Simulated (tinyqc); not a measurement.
Time-domain thermoreflectance: layered heat flow under a modulated pulse train, and what the signal ratio measures: one step, computed by the program tinyqc. Command: `OMP_NUM_THREADS=1 python tinyqc.py 3110239 3110240 out.jsonl tdtr walk`. One thread of a shared host (Intel(R) Xeon(R) Processor @ 2.30GHz), about 0.2 s of CPU time with the checks.

Pulses repeat at 80 MHz; heat is laid down at the surface, all layers are isotropic, and the film is in perfect contact with the substrate.

Problem. Length and time scales. Penetration depth sqrt(kappa/(pi f C)); effusivity sqrt(kappa C); cooling time of the metal d C_m/G; Kapitza length kappa/G.

Inputs (values chosen for the exercise, modelled on aluminium on GaN):
```
quantity                                value        unit
metal thickness d                         110          nm
metal heat capacity                      2.42  MJ/(m^3 K)
boundary conductance G under the metal     37  MW/(m^2 K)
substrate conductivity kappa              194     W/(m K)
substrate heat capacity C                2.56  MJ/(m^3 K)
modulation frequency f                      2         MHz
spot radius w (1/e^2, pump and probe)      12  micrometre
```

Stack: metal, film, substrate.

Give: penetration depth; effusivity; cooling time of the metal; Kapitza length; depth over spot radius.

Solution.

penetration depth = 3.473 micrometre

effusivity = 22285 W s^(1/2)/(m^2 K)

cooling time of the metal = 7195 ps

Kapitza length = 5243 nm

depth over spot radius = 0.2894
